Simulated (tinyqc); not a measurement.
Emission in a field: deep level as a short-range spherical well.

Constants: e^2/(4 pi eps0) = 14.39964547 eV angstrom; kB = 8.617333262e-05 eV/K.

Parameters, chosen for this exercise (near those of GaN; the results hold for these values, not for the real material):
- eps = 9.7 (static dielectric constant)
- R = 2.7 angstrom (radius of the well)
- T = 150 K (temperature)
- Fs = (1, 5, 20, 50, 100, 200) kV/cm (fields)

Et = 0.20941 eV

Barrier lowering for a charged centre (Poole-Frenkel) is 2 sqrt(q e F/eps), q = e^2/(4 pi eps0), and for the neutral well e F R; the one-dimensional enhancement is exp(lowering/kB T). 1 kV/cm = 1e-5 V/angstrom; tunnelling is left out.

Results:

| F (kV/cm) | lowering, charged (meV) | enhancement | saddle at (angstrom) | lowering, neutral (meV) | enhancement |
|---|---|---|---|---|---|
| 1 | 7.7 | 1.82 | 385 | 0.03 | 1.002 |
| 5 | 17.2 | 3.79 | 172 | 0.14 | 1.010 |
| 20 | 34.5 | 14.4 | 86 | 0.54 | 1.043 |
| 50 | 54.5 | 67.7 | 54 | 1.35 | 1.110 |
| 100 | 77.1 | 388 | 39 | 2.70 | 1.232 |
| 200 | 109.0 | 4.59e+03 | 27 | 5.40 | 1.519 |

At 200 kV/cm the charged centre emits 4.59e+03 times faster and the neutral one 1.52 times: the logarithm of the enhancement is linear in sqrt(F) for the first and in F for the second, which tells the charge state. The largest lowering is 52 % of Et.

Run: tinyqc, `OMP_NUM_THREADS=1 python tinyqc.py 1250520 1250521 out.jsonl`; Intel(R) Xeon(R) Processor @ 2.30GHz, one thread, shared host; about 0.01 s of CPU time with all checks.
